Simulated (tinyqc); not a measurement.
Energy against coordination: Gupta-type many-body potential for a metal. Computed by tinyqc, a small Python program. Command: `OMP_NUM_THREADS=1 python tinyqc.py 3020012 3020013 out.jsonl gupta walk`. One thread of a shared host (Intel(R) Xeon(R) Processor @ 2.30GHz), about 0.02 s of CPU time with the checks.

E_i = sum_j A exp(-p (r_ij/r0 - 1)) - xi rho_i^gamma, with rho_i = sum_j exp(-2 q (r_ij/r0 - 1)); gamma = 1/2 is the tight-binding second-moment form. The crystal is fcc unless stated; d is the neighbour distance and a fixed number of shells is kept.

Inputs (values chosen for the exercise, modelled on nickel):
```
quantity                   value      unit
repulsion A               0.0378        eV
hopping xi                  1.08        eV
decay p                     16.9         -
decay q                      1.2         -
reference distance r0      2.491  angstrom
embedding exponent gamma     0.5         -
```

Method. Nearest neighbours only, z equal bonds relaxed to their best length: r/r0 = 1 + ln[A p z^(1 - gamma)/(2 q gamma xi)]/(p - 2 q gamma), E = z A exp(-p (r/r0 - 1)) - xi [z exp(-2 q (r/r0 - 1))]^gamma.

Relaxed bonds:
```
z   r (angstrom)  E per atom (eV)  E/z (eV)
1         2.3788          -1.0591   -1.0591
2         2.4337          -1.4586   -0.7293
3         2.4659          -1.7589   -0.5863
4         2.4887          -2.0088   -0.5022
6         2.5209          -2.4225   -0.4037
8         2.5437          -2.7666   -0.3458
9         2.5531          -2.9213   -0.3246
12        2.5759          -3.3363   -0.2780
```

Bonds lengthen from 2.379 to 2.576 angstrom between z = 1 and 12, and |E| grows as z^0.462, the exponent gamma (p - 2q)/(p - 2 q gamma) = 0.462; pair bonds would give z^1 at a fixed length.

Extremes, crossings and ranges named in words are read from the listed rows.
